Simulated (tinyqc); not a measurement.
From results back to parameters: standing waves and exposure in a photoresist film. Three cases, with inputs chosen for the exercise.

Problem. Bleaching of a resist on an index-matched plate: T(0) = T12 exp(-(A + B) d), T(end) = T12 exp(-B d), T12 = 1 - ((n1 - 1)/(n1 + 1))^2, and the first slope dT/dD = T(0) C A T12 (1 - exp(-(A + B) d))/(A + B). Here d = dT and D is the dose; A, B and C are hidden.

Case 1.

Values chosen (out of a larger set: a resist on Si, indices near tabulated ones; not measured data): n1 = 1.733 (resist index); dT = 0.503 micrometre (resist thickness on an index-matched plate).

T(0) = 0.689753
T(end) = 0.707320
dT/dD = 0.00044577 cm^2/mJ

Case 2.

Values chosen (out of a larger set: a resist on Al, indices near tabulated ones; not measured data): n1 = 1.69 (resist index); dT = 0.247 micrometre (resist thickness on an index-matched plate).

T(0) = 0.776228
T(end) = 0.797607
dT/dD = 0.00030575 cm^2/mJ

Case 3.

Values chosen (out of a larger set: a resist on Al, indices near tabulated ones; not measured data): n1 = 1.712 (resist index); dT = 0.211 micrometre (resist thickness on an index-matched plate).

T(0) = 0.801535
T(end) = 0.816902
dT/dD = 0.00038169 cm^2/mJ

Find: A; B; C.

Solution. A = ln(T(end)/T(0))/d, B = ln(T12/T(end))/d, and the slope then gives C.

Case 1.

A = 0.05 1/micrometre
B = 0.54 1/micrometre
C = 0.032 cm^2/mJ

Case 2.

A = 0.11 1/micrometre
B = 0.64 1/micrometre
C = 0.017 cm^2/mJ

Case 3.

A = 0.09 1/micrometre
B = 0.62 1/micrometre
C = 0.029 cm^2/mJ

Computed by tinyqc, one run a case: `OMP_NUM_THREADS=1 python tinyqc.py N N+1 out.jsonl` with N = 1650491, 1650496, 1650545; one thread of a shared Intel(R) Xeon(R) Processor @ 2.30GHz, about 0.01 s a run at most.
